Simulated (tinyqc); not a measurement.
Worked calculation: CID on RHF in the sto-3g basis, for H3-, spin multiplicity 1. The basis has no diffuse functions, so it cannot describe the extra electron: this is an exercise in the method, not the real anion. One step of it, computed by the program tinyqc.

Question. CID: determinants and Hamiltonian. Slater-Condon rules over spin orbitals, with the nuclear repulsion added and E(HF) subtracted on the diagonal. Only determinants linked to the reference directly or through others are kept (one block of an abelian symmetry group), so some states are absent.

one-electron integrals over orbitals h = C^T H C (hartree), lower triangle:
```
           1          2          3
1  -1.626170
2   0.000000  -1.200203
3  -0.160566   0.000000  -0.691763
```

Two-electron integrals over orbitals (pq|rs), unique and non-zero (hartree):
```
(11|11) 0.573120    (21|21) 0.163223    (22|11) 0.513145    (22|22) 0.553539
(31|11) 0.082920    (31|22) -0.029804   (31|31) 0.131559    (32|21) -0.137255
(32|32) 0.139185    (33|11) 0.601205    (33|22) 0.537629    (33|31) 0.100425
(33|33) 0.669955
```

nuclear repulsion = 1.48478454 hartree

Hartree-Fock energy = -1.31516782 hartree

Give: determinants; H - E(HF) between determinants.

Answer.

Occupation strings over the orbitals (2 doubly, a alpha, b beta, 0 empty; spin orbitals ordered 1a 1b 2a 2b ...): 220 202 022

H - E(HF) between determinants (hartree), lower triangle:
```
       220    202    022
220  0.000
202  0.139  1.549
022  0.132  0.163  2.112
```
